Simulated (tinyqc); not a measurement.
Resonant-tunnelling diode, transfer matrices and Tsu-Esaki current: two steps of the calculation.

Emitter (band edge 0), barrier d1, well Lw, barrier d2, collector (edge -V). The bias drops linearly over these layers and none in the contacts; each layer is cut into ns equal slices, flat at the value of their centres. E is the energy of motion across the layers, C = hbar^2/(2 m0), psi and psi'/m are continuous. Transport is coherent, T(E) is taken as independent of the transverse momentum, and charge in the well is ignored.

Inputs (values chosen for the exercise); masses and offsets of a made-up heterostructure: mass in the well, spacer and contacts mw = 0.031 m0; barrier height U1 = 1.7 eV; barrier mass m1 = 0.099 m0; emitter barrier d1 = 1.3 nm; well width Lw = 3.1 nm; collector barrier d2 = 1.7 nm; slices in each layer ns = 2; bias of the collector V = 0.46 V.

Constants: q = 1.602176634e-19 C, hbar = 1.054571817e-34 J s. Results are converted to the units shown.

Task 1. Slices under bias. U = edge of the layer - V x/Lt at the centre x of each slice, Lt the summed thickness.

Wanted: U; m; width.

Result 1.

```
slice   U (eV)  m (m0)  width (nm)
0       1.6755   0.099     0.65000
1       1.6265   0.099     0.65000
2      -0.1565   0.031      1.5500
3      -0.2734   0.031      1.5500
4       1.3361   0.099     0.85000
5       1.2720   0.099     0.85000
```

Task 2. Breit-Wigner parameters from a parabola through 1/T(E). Near a resonance 1/T(E) = (1/Tp) [1 + (2 (E - Er)/G)^2]. With y = 1/T(E) at E0 - h, E0, E0 + h: a = (y1 + y3 - 2 y2)/(2 h^2), b = (y3 - y1)/(2 h), Er = E0 - b/(2 a), 1/Tp = y2 - b^2/(4 a), G = 2 sqrt(1/(Tp a)), tau = hbar/G.

three energies (eV): 0.132317  0.133917  0.135517
T(E) at these energies: 0.67764342  0.88014834  0.38279514

Wanted: Er; Tp; G; tau.

Result 2.

Er = 0.1334 eV
Tp = 0.9549
G = 3.437 meV
tau = 191.5 fs

The true maximum of T(E) lies at 0.13341 eV with height 0.9580 and full width 3.410 meV; the fitted G is 0.78 % above that width.

Numbers from tinyqc (`OMP_NUM_THREADS=1 python tinyqc.py 2600019 2600020 out.jsonl`; about 0.05 s on one thread of a shared Intel Xeon 2.30GHz).
